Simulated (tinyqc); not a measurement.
A log to judge: finite-difference solution of the diffusion equation on a small grid. Computed by tinyqc. Command: `OMP_NUM_THREADS=1 python tinyqc.py 3007183 3007184 out.jsonl fdiff walk`. One thread of a shared host (Intel(R) Xeon(R) Processor @ 2.30GHz), about 0.02 s of CPU time with the checks.

dC/dt = D d2C/dx2 on nodes x_j = j dx, j = 0..8; the far end is sealed.

Inputs (values chosen for the exercise):
```
quantity          value    unit
diffusivity D      0.22  nm^2/s
grid spacing dx      25      nm
time step dt       2200       s
final time t_f    88000       s
loss velocity h  0.0027    nm/s
```

Boundary at x = 0: surface loss. Scheme: explicit.

start values C_j, j = 0, 1, ... (% of a reference): 66.3  100  60  9.25  13.3  0  0  0  0

Method:
- The operator M acts as (M C)_j = C_(j-1) - 2 C_j + C_(j+1); at the sealed far end a mirror node gives 2 C_(N-2) - 2 C_(N-1); at j = 0, the outward flux h C_0 gives 2 C_1 - (2 + 2 h dx/D) C_0.
- With r = D dt/dx^2: (1 - theta r M) C(new) = (1 + (1 - theta) r M) C(old); theta = 0 explicit, 1 implicit, 1/2 Crank-Nicolson.
- The run takes n = round(t_f/dt) steps of length t_f/n.
- The dose is the trapezoidal sum of C dx; the error is the largest difference from exp(M D t/dx^2) C(0), the exact time evolution on the same grid.

Course of the run:
```
step  t (s)           C_1           C_4   dose (% nm)  largest error
1      2200   4.29267e+01  -1.35840e-01   4.99868e+03    2.73461e+01
2      4400   8.38232e+01   4.80770e+01   4.48196e+03    6.91702e+01
3      6600  -2.87191e+01  -2.19020e+01   4.61616e+03    1.15311e+02
4      8800   1.72319e+02   9.89380e+01   3.70758e+03    2.32583e+02
5     11000  -2.49061e+02  -1.04056e+02   4.90218e+03    4.45852e+02
6     13200   5.96562e+02   2.31448e+02   2.09360e+03    8.93469e+02
7     15400  -1.15025e+03  -3.17636e+02   7.26091e+03    1.79389e+03
...     ...           ...           ...           ...            ...
34    74800   9.36131e+11  -3.10983e+11  -2.40036e+12    1.27664e+12
35    77000  -2.02300e+12   6.83663e+11   5.18288e+12    2.75716e+12
36    79200   4.37296e+12  -1.50145e+12  -1.11946e+13    5.95655e+12
37    81400  -9.45520e+12   3.29449e+12   2.41872e+13    1.28723e+13
38    83600   2.04491e+13  -7.22286e+12  -5.22745e+13    2.78255e+13
39    85800  -4.42362e+13   1.58237e+13   1.13009e+14    6.01648e+13
40    88000   9.57142e+13  -3.46430e+13  -2.44370e+14    1.30122e+14
```

Can the last value be used, and what does the course show?

No. The error grows by a factor near 2.17 a step with alternating sign from node to node: r = 0.774 exceeds the stability limit 0.488 of the explicit scheme. Reruns converge with time step dt = 880.0; or with scheme = implicit; or with scheme = Crank-Nicolson. Reruns still fail with time step dt = 1800.0.
